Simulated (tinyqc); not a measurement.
## Resistance of a tapered via with liner, size effect and interface: two fill metals against the diameter

A round via whose diameter grows from db at the bottom as D(z) = db + 2 z/tan(ang). The fill, of diameter D - 2 tl, starts above the bottom liner (thickness fb tl) and has rho = rho0 (1 + ks lam/(D - 2 tl)); the sidewall liner conducts in parallel with it. The bottom liner and the interface are crossed over the full area pi db^2/4. Spreading in the lines above and below is left out.

Slices between z0 = fb tl and hv, evaluated at their midpoints: conductance per length pi/4 [(D - 2 tl)^2/rho + (D^2 - (D - 2 tl)^2)/rl], slice resistance = slice height over that. 2000 slices. R_fill = sum of the slices; R_bottom = rl fb tl/(pi db^2/4); R_interface = ri/(pi db^2/4). The second fill has rho2, lam2 and tl2 in place of rho0, lam and tl.

Values chosen for this exercise; fill metal close to molybdenum:
- hv = 20 nm (height)
- ang = 86 degrees (sidewall angle)
- rho0 = 5.27 uohm cm (bulk resistivity of the fill)
- lam = 11.5 nm (mean free path of the fill)
- ks = 1.5 (size-effect factor)
- tl = 0.1 nm (liner on the sidewall)
- fb = 0.5 (liner at the bottom over that on the sidewall)
- rl = 310 uohm cm (resistivity of the liner)
- ri = 2.4e-12 ohm cm^2 (interface resistivity at the bottom)
- Sb = 1.3e15 S/m^2 (ballistic conductance per area, about 3/(4 rho0 lam))
- rho2 = 6.02 uohm cm (bulk resistivity of the second fill (close to cobalt))
- lam2 = 12 nm (its mean free path)
- tl2 = 1.7 nm (its liner)

Two fill metals against the diameter:
```
db (nm),"R, first fill (ohm)","R, second fill (ohm)",ratio second/first
6,107.2,546.1,5.096
8.5,47.76,175.1,3.665
12,21.50,65.32,3.038
17,9.673,26.75,2.765
24,4.437,11.80,2.659
35,1.921,5.054,2.631
49,0.9237,2.438,2.640
70,0.4308,1.147,2.663
100,0.2033,0.5465,2.688
```

The ratio goes from 5.10 to 2.69. The first fill gives the lower R in every row.

Numbers from tinyqc (`OMP_NUM_THREADS=1 python tinyqc.py 2750123 2750124 out.jsonl`; about 0.01 s on one thread of a shared Intel Xeon 2.30GHz).
